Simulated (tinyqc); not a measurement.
Balance functions: hot carriers by balance equations with a heated Maxwellian. Computed by tinyqc, a small Python program. Command: `OMP_NUM_THREADS=1 python tinyqc.py 3006463 3006464 out.jsonl hot walk`. One thread of a shared host (Intel(R) Xeon(R) Processor @ 2.30GHz), about 0.02 s of CPU time with the checks.

The carriers follow a Maxwellian at an electron temperature T_e, slightly displaced; the drift energy is neglected against k_B T_e. The balance averages the rate, not the time, so mu_0 lies below the relaxation-time value.

Inputs (values chosen for the exercise, modelled on electrons in silicon):
```
quantity                                          value       unit
effective mass m                                  0.328        m_0
density rho                                        2329     kg/m^3
sound velocity v_l                                 9020        m/s
acoustic deformation potential D_A                  9.3         eV
phonon energy hbar w                               62.2        meV
optical or intervalley deformation potential D_o    4.7  1e8 eV/cm
final valleys Z_f                                     5          -
lattice temperature T                               100          K
```

Band: parabolic. Solver: damped fixed point.

Constants: k_B = 8.617333262e-05 eV/K; k_B = 1.380649e-23 J/K; e = 1.602176634e-19 C; hbar = 1.054571817e-34 J s; m_0 = 9.1093837015e-31 kg; hbar = 6.582119569e-16 eV s.

Method:
- Parabolic band: E = hbar^2 k^2/(2 m), speed v = hbar k/m, states per spin, volume and energy g(E) = m k/(2 pi^2 hbar^2). Masses are multiplied by m_0 and all formulas are in SI units.
- Phonon occupation N_q = 1/(exp(hbar w/(k_B T)) - 1).
- Acoustic deformation potential (elastic, equipartition, absorption and emission together): 1/tau = 2 pi k_B T D_A^2 g(E)/(hbar rho v_l^2).
- Optical or intervalley deformation potential: 1/tau = (pi Z_f D_o^2/(rho w)) [N_q g(E + hbar w) + (N_q + 1) g(E - hbar w)], with g = 0 below the band edge.
- Averages over the Maxwellian, <y> = int y x^(1/2) exp(-x) dx / int x^(1/2) exp(-x) dx with x = E/(k_B T_e), split at x_0 = hbar w/(k_B T_e): 64 Gauss-Legendre points in sqrt(x) below it and 128 in sqrt(x - x_0) above it, up to x = 32. Momentum balance: mu(T_e) = e/(m nu), nu = <x (sum of rates)>/<x>. Power lost per carrier: P(T_e) = hbar w <emission rate - absorption rate> + <(2 m v_l^2/(k_B T)) (E - 2 k_B T) acoustic rate>.
- The field that sustains T_e follows from e mu F^2 = P.

Against the electron temperature:
```
T_e (K)  mu (cm^2/(V s))  P optical (1e9 eV/s)  P acoustic (1e9 eV/s)  F (kV/cm)  drift velocity (1e7 cm/s)
110               8914.7            1.8862e-01             2.5663e-02      0.155                     0.1382
130               7657.5            8.8634e-01             8.3696e-02      0.356                     0.2725
160               6013.7            2.9553e+00             1.8571e-01      0.723                     0.4346
200               4410.6            7.8149e+00             3.4604e-01      1.360                     0.6000
300               2455.2            2.8289e+01             8.4763e-01      3.445                     0.8458
500               1328.4            8.2762e+01             2.1886e+00      7.997                     1.0623
800                866.7            1.6119e+02             4.8446e+00     13.841                     1.1996
1200               643.4            2.4733e+02             9.3239e+00     19.973                     1.2850
```

Optical phonons take 88 % of the power in the first row and 96 % in the last. The velocity grows as F^0.82 at first and as F^0.19 at the end, so it levels off; if optical phonons alone set both balances the limit at high T_e would be sqrt(3 hbar w tanh(hbar w/2 k_B T)/(4 m)) = 1.58 in the same unit.
